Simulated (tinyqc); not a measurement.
# Surface Green function of a chain with one s and one p orbital a site, Sancho-Rubio decimation, step by step

Program tinyqc, `OMP_NUM_THREADS=1 python tinyqc.py 2680043 2680044 out.jsonl`; Intel Xeon 2.30GHz, shared host, one thread, about 0.03 s. Printed values are rounded.

A semi-infinite lead of cells 0, 1, 2, ... with H0 inside a cell and H1 = <cell i|H|cell i + 1>. H1 = [[-vss, vsp], [-vsp, vpp]]. z = E + i eta.

Parameters, values chosen for the exercise:

| symbol | value | unit | meaning |
|---|---|---|---|
| es | -1.79 | eV | s level |
| ep | 0.77 | eV | p level |
| vss | 2.7 | eV | s-s hopping (enters as -vss) |
| vpp | 2.51 | eV | p-p hopping (enters as +vpp) |
| vsp | 2.35 | eV | s-p hopping |
| E | 4.41 | eV | energy |
| eta | 0.05 | eV | broadening |

## The blocks

Read off from the list of hoppings.

H0 (eV):
```
       s     p
s  -1.79     0
p      0  0.77
```

H1 (eV):
```
       s     p
s   -2.7  2.35
p  -2.35  2.51
```

## Round 1: decimation

Start with e_s = e = H0, a = H1, b = H1^dagger. Each round: g = (z - e)^(-1); e_s <- e_s + a g b; e <- e + a g b + b g a; a <- a g a; b <- b g b (all with the old a, b). Round k joins cells 2^k apart.

g (1/eV):
```
                    s                   p
s  0.161280-0.001301i  0.000000+0.000000i
p  0.000000+0.000000i  0.274673-0.003773i
```

e_s after round 1 (eV):
```
                  s                 p
s  0.90261-0.03032i  2.64348-0.03051i
p  2.64348-0.03051i  3.39114-0.03095i
```

e after round 1 (eV):
```
                  s                 p
s  3.59523-0.06064i  0.00000+0.00000i
p  0.00000+0.00000i  6.01228-0.06191i
```

a after round 1 (eV):
```
                     s                   p
s  -0.341154+0.011355i  0.596841-0.014002i
p  -0.596841+0.014002i  0.839802-0.016587i
```

b after round 1 (eV):
```
                     s                    p
s  -0.341154+0.011355i  -0.596841+0.014002i
p   0.596841-0.014002i   0.839802-0.016587i
```

## Round 2: decimation

As before.

g (1/eV):
```
                  s                  p
s  1.20512-0.16364i   0.00000+0.00000i
p  0.00000+0.00000i  -0.62108-0.04338i
```

e_s after round 2 (eV):
```
                  s                 p
s  0.81961-0.06374i  2.57468-0.08600i
p  2.57468-0.08600i  3.37838-0.12263i
```

e after round 2 (eV):
```
                  s                 p
s  3.42921-0.12748i  0.00000+0.00000i
p  0.00000+0.00000i  5.98677-0.24527i
```

a after round 2 (eV):
```
                    s                    p
s  0.360680-0.023298i  -0.555397+0.038937i
p  0.555397-0.038937i  -0.865381+0.065125i
```

b after round 2 (eV):
```
                     s                    p
s   0.360680-0.023298i   0.555397-0.038937i
p  -0.555397+0.038937i  -0.865381+0.065125i
```

## Round 3: decimation

As before.

g (1/eV):
```
                    s                    p
s  0.987258-0.178653i   0.000000+0.000000i
p  0.000000+0.000000i  -0.612722-0.114738i
```

e_s after round 3 (eV):
```
                  s                 p
s  0.75146-0.11220i  2.46578-0.16032i
p  2.46578-0.16032i  3.20450-0.23655i
```

e after round 3 (eV):
```
                  s                 p
s  3.29292-0.22439i  0.00000+0.00000i
p  0.00000+0.00000i  5.63901-0.47309i
```

a after round 3 (eV):
```
                    s                    p
s  0.317932-0.031019i  -0.493007+0.050219i
p  0.493007-0.050219i  -0.764504+0.081162i
```

b after round 3 (eV):
```
                     s                    p
s   0.317932-0.031019i   0.493007-0.050219i
p  -0.493007+0.050219i  -0.764504+0.081162i
```

## Course of the decimation

Stop when the largest entry of a and b is below 1e-12 eV, or after 60 rounds. The last column is -Im Tr (z - e_s)^(-1)/pi. At the end g_s = (z - e_s)^(-1), and the bulk Green function is (z - e)^(-1).

Course of the iteration:
```
round  largest |a|, |b| (eV)  surface density of states (1/eV)
1                      0.840                         0.0780771
2                      0.868                          0.199979
3                      0.769                          0.484705
4                      0.627                          0.493744
5                      0.404                          0.292241
6                      0.110                          0.283635
7                    7.71e-3                          0.285526
8                    3.81e-5                          0.285540
9                   9.28e-10                          0.285540
10                   < 1e-13                          0.285540
```

Converged in 10 rounds, which stand for 2^10 cells. E lies inside a band (1 open mode(s)), where only eta damps the waves, over about v/eta cells with v the group velocity in eV a cell.

## Self-energy, Dyson check and densities of states

converged surface Green function g_s (1/eV):
```
                     s                    p
s   0.143163-0.248966i  -0.075061-0.399500i
p  -0.075061-0.399500i   0.079859-0.648085i
```

converged bulk Green function (1/eV):
```
                    s                    p
s  0.590357-0.311180i   0.000000+0.000000i
p  0.000000+0.000000i  -0.248784-0.533270i
```

Sigma = H1 g_s H1^dagger is what the lead adds to one more cell, and (z - H0 - Sigma)^(-1) must give g_s back. Densities of states: -Im of the diagonals over pi.

Sigma (eV):
```
                  s                 p
s  2.43721-0.32436i  2.30263-0.48877i
p  2.30263-0.48877i  2.17923-0.74502i
```

(z - H0 - Sigma)^(-1) (1/eV):
```
                     s                    p
s   0.143163-0.248966i  -0.075061-0.399500i
p  -0.075061-0.399500i   0.079859-0.648085i
```

```
orbital  surface density of states (1/eV)  bulk density of states (1/eV)
s                                0.079248                       0.099052
p                                0.206292                       0.169745
```

The surface cell holds 0.286 states per eV against 0.269 for a bulk cell.
